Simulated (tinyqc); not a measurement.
Plane-wave Kohn-Sham cycle with exchange-only LDA in a layered model solid, step by step. One step of it, computed by the program tinyqc.

Task: Iteration 1: levels at that k. Diagonalise the Hermitian matrix.

H (hartree), lower triangle:
```
,-2,-1,+0,+1,+2
-2,1.194062
-1,-0.285000,0.082829
+0,-0.085000,-0.285000,-0.287582
+1,0.000000,-0.085000,-0.285000,0.082829
+2,0.000000,0.000000,-0.085000,-0.285000,1.194062
```

Give: eigenvalues.

Result:

eigenvalues (hartree): -0.6113  0.0940  0.2565  1.2591  1.2679
